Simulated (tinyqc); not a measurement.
Gain for each load and current direction: deformation-potential model of the L valleys of a conduction band.

Valleys with axes along [111], [1-1-1], [-11-1] and [-1-11], one whole valley each. Herring-Vogt shift of a valley with unit axis a: dE = Xd tr(e) + Xu a.e.a. Non-degenerate shares n_i = exp(-dE_i/kT)/sum_j exp(-dE_j/kT). Inverse mass tensor of a valley: (1 - a a)/mt + a a/ml; the masses are taken as independent of strain.

s11 = (C11 + C12)/((C11 - C12)(C11 + 2 C12)), s12 = -C12/((C11 - C12)(C11 + 2 C12)), s44 = 1/C44; exx = s11 sxx + s12 (syy + szz) and cyclic, exy = s44 sxy/2; tension is positive. A uniaxial stress X along the unit vector n is s_ij = X n_i n_j.

Constants: kB = 8.617333262e-05 eV/K.

Parameters, chosen for this exercise (near those of Ge; not measured data): ml = 1.642 m0 (longitudinal mass); mt = 0.079 m0 (transverse mass); Xd = -6.66 eV (dilation potential); Xu = 16.53 eV (uniaxial potential); C11 = 129 GPa; C12 = 46.4 GPa; C44 = 69.5 GPa; X1 = 1.4 GPa (size of the stress); T = 150 K (temperature).

Each load has the size X1. Gain m_c(0)/m_c - 1 in per cent from repopulation alone, m_c = 1/(u.M.u), M = sum_i n_i (inverse mass tensor); biaxial means sxx = syy.

Gain (%); + is tension, - compression:
```
load                [100]  [010]  [001]  [110]  [1-10]  [111]
uniaxial [110] (+)    0.0    0.0    0.0   46.5   -46.5   31.0
uniaxial [110] (-)    0.0    0.0    0.0  -46.5    46.5  -31.0
uniaxial [100] (+)    0.0    0.0    0.0    0.0     0.0    0.0
uniaxial [100] (-)    0.0    0.0    0.0    0.0     0.0    0.0
uniaxial [111] (+)    0.0    0.0    0.0   15.5   -15.5   31.0
uniaxial [111] (-)    0.0    0.0    0.0  -46.5    46.5  -92.9
biaxial (001) (+)     0.0    0.0    0.0    0.0     0.0    0.0
biaxial (001) (-)     0.0    0.0    0.0    0.0     0.0    0.0
```

What can be read from this table?

The largest gain is +46.5 %, for uniaxial [110] (+) with the current along [110], uniaxial [110] (-) with the current along [1-10] and uniaxial [111] (-) with the current along [1-10]; for a [110] channel it is +46.5 %, under uniaxial [110] (+). No gain or loss appears under biaxial (001) and uniaxial [100]: the valleys stay equivalent.

Program tinyqc; command `OMP_NUM_THREADS=1 python tinyqc.py 1050827 1050828 out.jsonl`; about 0.03 s on one thread of a shared Intel(R) Xeon(R) Processor @ 2.30GHz.
